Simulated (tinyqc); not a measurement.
Worked calculation: extended Hueckel theory, for H3+. The parameters take no account of the charge, which enters only through the electron count. One step of it, computed by the program tinyqc.

Question. Wolfsberg-Helmholz matrix. H_ij = K' S_ij (H_ii + H_jj)/2 for i != j (the diagonal keeps H_ii), with K' = 1.75.

overlap S, order 1H 1s, 2H 1s, 3H 1s:
```
[[1.000000, 0.575270, 0.575540],
 [0.575270, 1.000000, 0.434016],
 [0.575540, 0.434016, 1.000000]]
```

diagonal H_ii (eV): [-13.600000, -13.600000, -13.600000]

K = 1.750000

Give: H.

Answer.

H (eV), order 1H 1s, 2H 1s, 3H 1s:
```
[[-13.600, -13.691, -13.698],
 [-13.691, -13.600, -10.330],
 [-13.698, -10.330, -13.600]]
```
